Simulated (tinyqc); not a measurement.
Hot carriers by balance equations with a heated Maxwellian: one step, computed by the program tinyqc. Command: `OMP_NUM_THREADS=1 python tinyqc.py 3009904 3009905 out.jsonl hot walk`. One thread of a shared host (Intel(R) Xeon(R) Processor @ 2.30GHz), about 0.01 s of CPU time with the checks.

The carriers follow a Maxwellian at an electron temperature T_e, slightly displaced; the drift energy is neglected against k_B T_e. The balance averages the rate, not the time, so mu_0 lies below the relaxation-time value.

Task: Drift velocity. Parabolic band: E = hbar^2 k^2/(2 m), speed v = hbar k/m, states per spin, volume and energy g(E) = m k/(2 pi^2 hbar^2). Masses are multiplied by m_0 and all formulas are in SI units. Phonon occupation N_q = 1/(exp(hbar w/(k_B T)) - 1). Acoustic deformation potential (elastic, equipartition, absorption and emission together): 1/tau = 2 pi k_B T D_A^2 g(E)/(hbar rho v_l^2). Optical or intervalley deformation potential: 1/tau = (pi Z_f D_o^2/(rho w)) [N_q g(E + hbar w) + (N_q + 1) g(E - hbar w)], with g = 0 below the band edge. Averages over the Maxwellian, <y> = int y x^(1/2) exp(-x) dx / int x^(1/2) exp(-x) dx with x = E/(k_B T_e), split at x_0 = hbar w/(k_B T_e): 64 Gauss-Legendre points in sqrt(x) below it and 128 in sqrt(x - x_0) above it, up to x = 32. Momentum balance: mu(T_e) = e/(m nu), nu = <x (sum of rates)>/<x>. Power lost per carrier: P(T_e) = hbar w <emission rate - absorption rate> + <(2 m v_l^2/(k_B T)) (E - 2 k_B T) acoustic rate>. v = mu(T_e) F; warm-carrier coefficient (mu/mu_0 - 1)/F^2.

Inputs (values chosen for the exercise, for a model non-polar semiconductor):

| quantity | value | unit |
|---|---|---|
| effective mass m | 0.279 | m_0 |
| density rho | 3090 | kg/m^3 |
| sound velocity v_l | 7810 | m/s |
| acoustic deformation potential D_A | 11 | eV |
| phonon energy hbar w | 87 | meV |
| optical or intervalley deformation potential D_o | 9.3 | 1e8 eV/cm |
| final valleys Z_f | 2 | - |
| lattice temperature T | 300 | K |
| electric field F | 13 | kV/cm |

Band: parabolic. Solver: damped fixed point.

electron temperature T_e = 890.8711 K

low-field mobility mu_0 = 1712.836 cm^2/(V s)

Constants: k_B = 8.617333262e-05 eV/K; k_B = 1.380649e-23 J/K; e = 1.602176634e-19 C; hbar = 1.054571817e-34 J s; m_0 = 9.1093837015e-31 kg; hbar = 6.582119569e-16 eV s.

Give: mobility mu(T_e); drift velocity; mu/mu_0; (mu/mu_0 - 1)/F^2.

Result:

mobility mu(T_e) = 738.37 cm^2/(V s)

drift velocity = 0.95988 1e7 cm/s

mu/mu_0 = 0.43108

(mu/mu_0 - 1)/F^2 = -0.0033664 cm^2/kV^2
